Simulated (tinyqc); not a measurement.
Screening unbinds the donor: static screening by free carriers.

kF = (3 pi^2 n/Mv)^(1/3), EF = c kF^2/m with c = hbar^2/2m0, n in 1/angstrom^3 (1e-24 per 1/cm^3), e2 = e^2/(4 pi eps0). Thomas-Fermi: qTF^2 = 6 pi e2 n/(eps EF). Debye: qD^2 = 4 pi e2 n/(eps kB T).

F_j(eta) = (1/Gamma(j + 1)) integral_0^infinity x^j dx/(1 + exp(x - eta)), which tends to exp(eta) for eta << 0.

At finite T: qs^2 = qD^2 F_-1/2(eta)/F_1/2(eta), where n = Mv N F_1/2(eta) and N = 2 (m kB T/(4 pi c))^(3/2) with c = hbar^2/2m0, in 1/angstrom^3; times 1e24 for 1/cm^3.

Donor in the screened potential -(e2/eps) exp(-qs r)/r with the trial function exp(-r/a): E(a) = c/(m a^2) - (e2/eps) 4/(a (2 + qs a)^2), e2 = e^2/(4 pi eps0), c = hbar^2/2m0; isotropic mass.

Constants: hbar^2/2m0 = 3.80998211 eV angstrom^2; e^2/(4 pi eps0) = 14.39964547 eV angstrom; kB = 8.617333262e-05 eV/K; a0 (Bohr radius) = 0.5291772105 angstrom.

Inputs chosen for the exercise (near those of Ge; shifted at random, so the results belong to these values and not to a real crystal): m = 0.2158 m0 (mass of one isotropic valley); Mv = 4 (valleys); eps = 16.3 (background dielectric constant); T = 400 K.

All carriers n are taken as free and screen with qs(T); E(a) is minimised over a; a dash marks no bound state. aB = a0 eps/m.

Donor level:

| n (1/cm^3) | n^(1/3) aB | qs aB | E (meV) | a/aB |
|---|---|---|---|---|
| 1.0e+14 | 0.019 | 0.007 | -10.89 | 1.000 |
| 1.0e+15 | 0.040 | 0.023 | -10.56 | 1.000 |
| 5.0e+15 | 0.068 | 0.051 | -9.97 | 1.002 |
| 2.0e+16 | 0.108 | 0.101 | -8.97 | 1.007 |
| 4.0e+16 | 0.137 | 0.143 | -8.19 | 1.013 |
| 1.0e+17 | 0.186 | 0.227 | -6.79 | 1.032 |
| 3.0e+17 | 0.268 | 0.392 | -4.47 | 1.089 |
| 7.0e+17 | 0.355 | 0.595 | -2.32 | 1.209 |

aB = 40.0 angstrom

The level rises from -10.89 meV at the lowest density to -2.32 meV at 7e+17 1/cm^3, against -11.05 meV unscreened. It stays bound over this range. This trial function loses binding at qs aB = 1 and the exact Yukawa problem at 1.19; the Mott rule of thumb is n^(1/3) aB = 0.26 (rows below ni, about 1e+15 1/cm^3 for this gap, are formal: thermal pairs then set the screening), which the last bound row of this table passes: the rule belongs to low temperature, and thermal carriers screen more weakly.

Run: tinyqc, `OMP_NUM_THREADS=1 python tinyqc.py 1652143 1652144 out.jsonl`; Intel(R) Xeon(R) Processor @ 2.30GHz, one thread, shared host; about 0.01 s of CPU time with all checks.
